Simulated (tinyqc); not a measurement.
RHF in the sto-6g basis, for H2, spin multiplicity 1, step by step. One step of it, computed by the program tinyqc.

Task: Iteration 2 (converged): orbitals. Diagonalise F' = X^T F X, C = X C', fill 1 alpha and 1 beta electrons from the bottom; D = 2 C_occ C_occ^T. Each column has its largest component positive (the first on a tie).

Fock matrix F (hartree):
```
           1H 1s      2H 1s
1H 1s  -0.223638  -0.443572
2H 1s  -0.443572  -0.223638
```

X:
```
               1         2
1H 1s   0.950491  0.587919
2H 1s  -0.950491  0.587919
```

Give: F' = X^T F X; orbital energies; coefficients C; D after iteration 2.

Result:

F' = X^T F X (hartree):
```
        1        2
1  0.3974   0.0000
2  0.0000  -0.4612
```

orbital energies (hartree): MO1 -0.4612, MO2 0.3974

coefficients C:
```
          MO1      MO2
1H 1s  0.5879   0.9505
2H 1s  0.5879  -0.9505
```

D after iteration 2:
```
        1H 1s   2H 1s
1H 1s  0.6913  0.6913
2H 1s  0.6913  0.6913
```
